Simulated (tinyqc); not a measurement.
Free and trapped electrons in a MOS channel with a dense trap tail: one step of the calculation.

p-type body, charge-sheet picture, full ionisation (an idealisation for deep acceptors), Boltzmann statistics for free electrons. e = Ec - EF at the surface. Acceptor-like traps of density D(E) = D0 + De exp(-E/Ew) at depth E below Ec, from 0 to Eu, hold n_t = integral of D(E)/(1 + exp((e - E)/Vt)). psi = Eg - Vt ln(Nv/Na) - e; N_dep = sqrt(2 eps0 eps_r Na (psi - Vt)/q); n_f = sqrt(N_dep^2 + 2 eps0 eps_r Vt Nc exp(-e/Vt)/q) - N_dep; Vg = Vfb + psi + q (N_dep + n_t + n_f)/Cox, Cox = eps0 eox/tox.

Problem. Charges and gate voltage. psi, N_dep, n_f and Vg as defined, with the n_t given; free share n_f/(n_f + n_t); apparent mobility mf n_f/(n_f + n_t); gate voltage spent on traps q n_t/Cox.

Values chosen for this exercise; band and dielectric values close to those of silicon: temperature T = 300 K; band gap Eg = 1.1 eV; relative permittivity eps_r = 11.7; conduction-band density of states at T Nc = 2.79e19 cm^-3; valence-band density of states at T Nv = 2.66e19 cm^-3; relative permittivity of the insulator eox = 3.9; insulator thickness tox = 43 nm; acceptor density Na = 8e15 cm^-3; flat-band voltage without trapped charge Vfb = -0.73 V; mobility of free electrons mf = 84 cm^2/(V s); Ec - EF at the surface e = 0.075 eV.

Constants: q = 1.602176634e-19 C, kB = 1.380649e-23 J/K, Vt = kB T/q, eps0 = 8.8541878128e-14 F/cm where lengths are in cm. Results are converted to the units shown.

n_t = 5.7977151e12 cm^-2

Find: psi; N_dep; n_f; Vg; free share; apparent mobility; gate voltage spent on traps.

Solution.

psi = 0.81536 V
N_dep = 2.8579e11 cm^-2
n_f = 4.8512e11 cm^-2
Vg = 13.190 V
free share = 7.7214 %
apparent mobility = 6.4860 cm^2/(V s)
gate voltage spent on traps = 11.567 V

Computed by the program tinyqc: `OMP_NUM_THREADS=1 python tinyqc.py 2222171 2222172 out.jsonl`, one thread of a shared Intel Xeon 2.30GHz, about 0.02 s for the whole run.
